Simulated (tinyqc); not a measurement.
Gaussian against the exact two-step profile: two-step dopant diffusion (predeposition and drive-in) with a constant diffusivity. Computed by tinyqc, a small Python program. Command: `OMP_NUM_THREADS=1 python tinyqc.py 3007653 3007654 out.jsonl dopdiff walk`. One thread of a shared host (Intel(R) Xeon(R) Processor @ 2.30GHz), about 0.04 s of CPU time with the checks.

Fick diffusion into a half space x > 0 whose background doping C_B is of the opposite type, so that a junction lies where C = C_B.

Inputs (values chosen for the exercise, modelled on arsenic in silicon): prefactor D0 = 7.41 cm^2/s; activation energy E = 3.99 eV; surface concentration C_s = 1.5e+20 1/cm^3; background doping C_B = 1.4e+16 1/cm^3; predeposition temperature T1 = 975 C; predeposition time t1 = 45 min; drive-in temperature T2 = 1100 C; drive-in time t2 = 240 min; ramp rate = 20 C/min; stand-by temperature = 750 C.

Furnace ramps of the drive-in: linear ramps.

Constants: k_B = 8.617333262e-05 eV/K.

Method:
- D = D0 exp(-E/(k_B T)).
- Temperatures in kelvin are T(C) + 273.15.
- Times in seconds are 60 times the minutes.
- One ramp between the stand-by temperature and T2 adds int D dT / rate (40-point Gauss-Legendre); the usual estimate counts it as an extra time k_B T2^2/(E rate) at T2. (Dt)2 = D2 t2 + two ramps, times in seconds.
- C = C_s erfc(x/(2 sqrt(D1 t1))); dose Q = 2 C_s sqrt(D1 t1/pi); the junction solves erfc(z) = C_B/C_s with x_j = 2 z sqrt(D1 t1).
- With a sealed surface and a thin source, C = Q/sqrt(pi (Dt)2) exp(-x^2/(4 (Dt)2)); x_j = 2 sqrt((Dt)2 ln(C(0)/C_B)); gradient at the junction |dC/dx| = C_B x_j/(2 (Dt)2).
- Exact two-step profile: C = (2 C_s/pi) int_0^alpha exp(-beta (1 + u^2))/(1 + u^2) du with alpha = sqrt(D1 t1/(Dt)2), beta = x^2/(4 (D1 t1 + (Dt)2)).
- The integral takes 48 Gauss-Legendre points; solve C(x) = C_B.
- Gaussian: C = Q/sqrt(pi (Dt)2) exp(-x^2/(4 (Dt)2)).
- Depths are fractions of the Gaussian x_j.

surface concentration C(0) (Gaussian) = 7.58088e+18 1/cm^3

junction depth x_j = 0.786936 um

drive-in budget (Dt)2 = 2.45963e-10 cm^2

product D1 t1 = 1.55012e-12 cm^2

exact junction depth = 0.788458 um

Profiles:
```
x/x_j   x (um)  Gaussian (1/cm^3)  exact (1/cm^3)   ratio
0.0    0.00000         7.5809e+18      7.5650e+18  1.0021
0.2    0.15739         5.8935e+18      5.8874e+18  1.0010
0.4    0.31477         2.7691e+18      2.7750e+18  0.9979
0.6    0.47216         7.8637e+17      7.9220e+17  0.9926
0.8    0.62955         1.3496e+17      1.3697e+17  0.9853
1.0    0.78694         1.4000e+16      1.4344e+16  0.9760
1.2    0.94432         8.7770e+14      9.0981e+14  0.9647
```

What does the comparison show, and why?

With D1 t1/(Dt)2 = 0.0063, the Gaussian is 0.21 % high at the surface and 2.4 % low at its own junction; the exact junction lies at 0.7885 um, 0.19 % deeper. The dose is the same, but the real source already has a width, which is negligible here. Caution: C_s exceeds the intrinsic carrier density of silicon at the predeposition temperature (2e18 to 1e19 per cm^3), where real diffusivities rise with concentration and profiles turn box-like.
